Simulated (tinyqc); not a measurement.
Plane-wave Kohn-Sham cycle with exchange-only LDA in a layered model solid, step by step. Computed by tinyqc, a small Python program that keeps every step. Settings: points = 16, plane-wave index or count = 3, electrons = 4, k points = 3, area = 23.0, mixing = 0.5, iteration cap = 75, Pulay depth = 3. Command: `OMP_NUM_THREADS=1 python tinyqc.py 27527 27528 out.jsonl` (the two numbers bound the seeds that draw the settings). One thread of a shared host (Intel(R) Xeon(R) Processor @ 2.60GHz), about 0.01 s of CPU time with the checks. Later iterations appear only in the table of the cycle.

## Iteration 1: potential

A solid whose potential varies along x alone (atomic units):
```
parameter                      value
period a                   12.400000
cross-section of the cell  23.000000
electrons per cell                 4
grid points                       16
plane waves -n..n, n               3
k points                           3
V1 in V1 cos(2 pi x/a)     -0.610000
```

density at the start, on the grid x_j = j a/N (e/bohr^3): 0.01402525  0.01402525  0.01402525  0.01402525  0.01402525  0.01402525  0.01402525  0.01402525  0.01402525  0.01402525  0.01402525  0.01402525  0.01402525  0.01402525  0.01402525  0.01402525

V_H(G) = 4 pi rho(G)/G^2 for G != 0 (uniform background); v_x = -(3 rho/pi)^(1/3); V = V_ext + V_H + v_x; Fourier components f(G_m) = (1/N) sum_j f(x_j) exp(-i G_m x_j).

Potentials on the grid (hartree):
```
x              V_ext       V_H        v_x          V
0.000000   -0.610000  0.000000  -0.237480  -0.847480
0.775000   -0.563567  0.000000  -0.237480  -0.801047
1.550000   -0.431335  0.000000  -0.237480  -0.668815
2.325000   -0.233437  0.000000  -0.237480  -0.470917
3.100000           0  0.000000  -0.237480  -0.237480
3.875000    0.233437  0.000000  -0.237480  -0.004043
4.650000    0.431335  0.000000  -0.237480   0.193855
5.425000    0.563567  0.000000  -0.237480   0.326086
6.200000    0.610000  0.000000  -0.237480   0.372520
6.975000    0.563567  0.000000  -0.237480   0.326086
7.750000    0.431335  0.000000  -0.237480   0.193855
8.525000    0.233437  0.000000  -0.237480  -0.004043
9.300000           0  0.000000  -0.237480  -0.237480
10.075000  -0.233437  0.000000  -0.237480  -0.470917
10.850000  -0.431335  0.000000  -0.237480  -0.668815
11.625000  -0.563567  0.000000  -0.237480  -0.801047
```

V(G_m), m = 0, 1, 2, ... (hartree): -0.237480  -0.305000  0.000000  0.000000  0.000000  0.000000  0.000000

## Iteration 1: Hamiltonian at one k

k = 0.000000 2 pi / a

H(m,m') = (k + G_m)^2/2 delta + V(G_m - G_m'), with V(-G) = V(G).

H (hartree):
```
           -3         -2         -1         +0         +1         +2         +3
-3   0.917911  -0.305000   0.000000   0.000000   0.000000   0.000000   0.000000
-2  -0.305000   0.276027  -0.305000   0.000000   0.000000   0.000000   0.000000
-1   0.000000  -0.305000  -0.109103  -0.305000   0.000000   0.000000   0.000000
+0   0.000000   0.000000  -0.305000  -0.237480  -0.305000   0.000000   0.000000
+1   0.000000   0.000000   0.000000  -0.305000  -0.109103  -0.305000   0.000000
+2   0.000000   0.000000   0.000000   0.000000  -0.305000   0.276027  -0.305000
+3   0.000000   0.000000   0.000000   0.000000   0.000000  -0.305000   0.917911
```

## Iteration 1: levels at that k

Diagonalise the Hermitian matrix.

eigenvalues (hartree): -0.657930  -0.296630  0.017955  0.329800  0.433838  1.051664  1.053491

## Iteration 1: new density

Motion across x is left out: the lowest 2 band(s) hold two electrons at each of the k points (j + 1/2)/nk - 1/2. Residual R = rho(out) - rho(in); rho(new) = rho(in) + 0.5 R. rho(out) = 2/(a A nk) sum |psi|^2 with psi = sum c exp(i G x). Harris energy E = band energy - dV sum rho (V_H/2 + v_x) + (3/4) dV sum rho v_x with rho(in), dV = a A/N, band energy = (2/nk) sum of the filled levels.

rho(out) (e/bohr^3): 0.02946967  0.03285569  0.03270650  0.02107738  0.00820015  0.00205761  0.00044049  0.00011029  0.00003799  0.00011029  0.00044049  0.00205761  0.00820015  0.02107738  0.03270650  0.03285569

density after iteration 1 (e/bohr^3): 0.02174746  0.02344047  0.02336587  0.01755131  0.01111270  0.00804143  0.00723287  0.00706777  0.00703162  0.00706777  0.00723287  0.00804143  0.01111270  0.01755131  0.02336587  0.02344047

energy per cell = -1.67138804 hartree

## Iteration 2: potential

As before.

Potentials on the grid (hartree):
```
x              V_ext        V_H        v_x          V
0.000000   -0.610000   0.466237  -0.274870  -0.418632
0.775000   -0.563567   0.435793  -0.281825  -0.409599
1.550000   -0.431335   0.335466  -0.281526  -0.377395
2.325000   -0.233437   0.168646  -0.255914  -0.320705
3.100000           0  -0.024486  -0.219751  -0.244237
3.875000    0.233437  -0.197953  -0.197288  -0.161805
4.650000    0.431335  -0.327671  -0.190441  -0.086777
5.425000    0.563567  -0.406485  -0.188981  -0.031899
6.200000    0.610000  -0.432855  -0.188658  -0.011514
6.975000    0.563567  -0.406485  -0.188981  -0.031899
7.750000    0.431335  -0.327671  -0.190441  -0.086777
8.525000    0.233437  -0.197953  -0.197288  -0.161805
9.300000           0  -0.024486  -0.219751  -0.244237
10.075000  -0.233437   0.168646  -0.255914  -0.320705
10.850000  -0.431335   0.335466  -0.281526  -0.377395
11.625000  -0.563567   0.435793  -0.281825  -0.409599
```

V(G_m), m = 0, 1, 2, ... (hartree): -0.230936  -0.102352  0.007270  0.000525  0.000608  -0.000041  0.000020

## Iteration 2: Hamiltonian at one k

k = 0.000000 2 pi / a

As before.

H (hartree):
```
           -3         -2         -1         +0         +1         +2         +3
-3   0.924455  -0.102352   0.007270   0.000525   0.000608  -0.000041   0.000020
-2  -0.102352   0.282571  -0.102352   0.007270   0.000525   0.000608  -0.000041
-1   0.007270  -0.102352  -0.102559  -0.102352   0.007270   0.000525   0.000608
+0   0.000525   0.007270  -0.102352  -0.230936  -0.102352   0.007270   0.000525
+1   0.000608   0.000525   0.007270  -0.102352  -0.102559  -0.102352   0.007270
+2  -0.000041   0.000608   0.000525   0.007270  -0.102352   0.282571  -0.102352
+3   0.000020  -0.000041   0.000608   0.000525   0.007270  -0.102352   0.924455
```

## Iteration 2: levels at that k

As before.

eigenvalues (hartree): -0.326586  -0.135514  -0.029952  0.291264  0.296986  0.940817  0.940981

## Iteration 2: new density

B (overlaps of the stored error matrices):
```
               1              2
1  3.0514436e-03  2.6058862e-04
2  2.6058862e-04  1.7285214e-04
```

Motion across x is left out: the lowest 2 band(s) hold two electrons at each of the k points (j + 1/2)/nk - 1/2. Residual R = rho(out) - rho(in); rho(new) = rho(in) + 0.5 R; Pulay mixing then takes sum c_i of the stored mixed densities, with c from B_ij = sum R_i R_j as in DIIS. rho(out) = 2/(a A nk) sum |psi|^2 with psi = sum c exp(i G x). Harris energy E = band energy - dV sum rho (V_H/2 + v_x) + (3/4) dV sum rho v_x with rho(in), dV = a A/N, band energy = (2/nk) sum of the filled levels.

rho(out) (e/bohr^3): 0.02117456  0.02269547  0.02436361  0.02194484  0.01569398  0.00910612  0.00459854  0.00235455  0.00171513  0.00235455  0.00459854  0.00910612  0.01569398  0.02194484  0.02436361  0.02269547

DIIS coefficients: -0.032458  1.032458

density after iteration 2 (e/bohr^3): 0.02145171  0.02305588  0.02388094  0.01981938  0.01347769  0.00859105  0.00587295  0.00463467  0.00428710  0.00463467  0.00587295  0.00859105  0.01347769  0.01981938  0.02388094  0.02305588

energy per cell = -1.00531282 hartree

## Convergence

Stop when sqrt(dV sum R^2) is below 1e-8, dV = a A/N.

Course of the cycle:
```
iteration  E (hartree)  norm of the residual
1          -1.67138804              2.33e-01
2          -1.00531282              5.55e-02
3          -0.99541380              2.67e-02
4          -0.99591679              1.75e-02
5          -0.99376302              2.13e-03
6          -0.99376275              1.02e-03
7          -0.99376274              2.59e-05
8          -0.99376274              9.23e-06
9          -0.99376274              3.05e-06
10         -0.99376274              3.62e-07
11         -0.99376274              1.76e-07
12         -0.99376274              2.45e-08
13         -0.99376274              9.92e-09
```

Converged in 13 iterations. Before convergence this energy mixes input and output and is not variational, so it may rise towards its limit.
